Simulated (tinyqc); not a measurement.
Van der Pauw, Hall and four-point-probe measurements on a doped layer: one step of the calculation.

A uniform n-type layer with sheet resistance Rs = 1/(q ns mu), point contacts, low field (mu B small).

Problem. Sheet density, mobility and bulk values. Rs = 1/z; Hall sheet density B I/(q |VH|); Hall mobility |VH|/(Rs B I); true values ns = rH times the Hall density, mu = Hall mobility/rH; bulk density ns/t, resistivity Rs t; correction factor F = Rs/[(pi/ln 2)(RA + RB)/2].

Values chosen for this exercise:
- rH = 1.18 (Hall factor)
- B = 0.3 T (magnetic field)
- I = 50 uA (current)
- t = 560 nm (thickness of the layer)

Constants: q = 1.602176634e-19 C. Results are converted to the units shown.

converged z = 32.043533 mS
VH = -0.011047471 mV
RA = 0.16339777 ohm
RB = 40.884115 ohm

Find: Rs; Hall sheet density; Hall mobility; ns; mu; bulk density; resistivity; F.

Solution.

Rs = 31.208 ohm/square
Hall sheet density = 8.4746e14 cm^-2
Hall mobility = 236.00 cm^2/(V s)
ns = 1.0000e15 cm^-2
mu = 200.00 cm^2/(V s)
bulk density = 1.7857e19 cm^-3
resistivity = 0.0017476 ohm cm
F = 0.33549

Numbers from tinyqc (`OMP_NUM_THREADS=1 python tinyqc.py 2850102 2850103 out.jsonl`; about 0.01 s on one thread of a shared Intel Xeon 2.30GHz).
